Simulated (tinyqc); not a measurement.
Metal gate on a two-layer dielectric stack with fixed charge and a dipole: two steps of the calculation.

Gate, layer 2, layer 1, p-type semiconductor; x runs from the gate inwards. Charges are counted in units of +q. psi is the band bending at the surface, positive towards inversion. Classical charge, Boltzmann statistics, no interface traps.

Values chosen for this exercise; band and dielectric values close to those of 4H silicon carbide, layer 1 close to silicon nitride, layer 2 close to zirconium oxide:
```
symbol,value,unit,meaning
T,300,K,temperature
Eg,3.32,eV,band gap
eps_r,9.78,,relative permittivity
Nv,2.54e19,cm^-3,valence-band density of states at T
chi,3.55,eV,electron affinity
Na,1.7e17,cm^-3,acceptor density
pM,4.82,eV,work function of the gate metal
t1,0.9,nm,"thickness of layer 1, next to the semiconductor"
e1,7.35,,relative permittivity of layer 1
t2,5.6,nm,"thickness of layer 2, next to the gate"
e2,25,,relative permittivity of layer 2
Q1,2.5e11,cm^-2,fixed charge at the semiconductor interface
Q2,-3.3e11,cm^-2,fixed charge between the layers
r1,0,cm^-3,uniform charge density in layer 1
r2,9.3e17,cm^-3,uniform charge density in layer 2
Vd,-0.25,V,flat-band shift by a dipole layer between the layers
ps,-0.081,V,band bending psi of the working point
```

Constants: q = 1.602176634e-19 C, kB = 1.380649e-23 J/K, Vt = kB T/q, eps0 = 8.8541878128e-14 F/cm where lengths are in cm. Results are converted to the units shown.

Question 1. Equivalent thickness and work-function difference. EOT = 3.9 (t1/e1 + t2/e2), Cox = eps0/(t1/e1 + t2/e2); phi_ms = pM - (chi + Eg - Vt ln(Nv/Na)).

Give: EOT; Cox; share of layer 1 in the EOT; phi_ms.

Answer 1.

EOT = 1.3512 nm
Cox = 2.5557 uF/cm^2
share of layer 1 in the EOT = 35.344 %
phi_ms = -1.9206 V

Question 2. Fields and voltage drops. Gauss: D = -Qs just inside the semiconductor; going towards the gate subtract q Q1, then q r1 t1, q Q2 and q r2 t2. Field = D/(eps0 e); the drop over a layer is its mean field times its thickness; Vg = phi_ms + Vd + psi + both drops.

Qs = 0.15147195 uC/cm^2

Wanted: D; field; drop over layer 2; drop over layer 1; Vg.

Answer 2.

| place | D (uC/cm^2) | field (MV/cm) |
|---|---|---|
| layer 2, gate side | -0.22210 | -0.10033 |
| layer 2, inner side | -0.13865 | -0.06264 |
| layer 1, outer side | -0.19153 | -0.29430 |
| layer 1, semiconductor side | -0.19153 | -0.29430 |
| semiconductor surface | -0.15147 | -0.17492 |

drop over layer 2 = -0.045633 V
drop over layer 1 = -0.026487 V
Vg = -2.3237 V

The same Vg follows from Vfb + psi - Qs/Cox. The largest field, 0.294 MV/cm in size, is at: layer 1, outer side.

Numbers from tinyqc (`OMP_NUM_THREADS=1 python tinyqc.py 2010017 2010018 out.jsonl`; about 0.01 s on one thread of a shared Intel Xeon 2.30GHz).
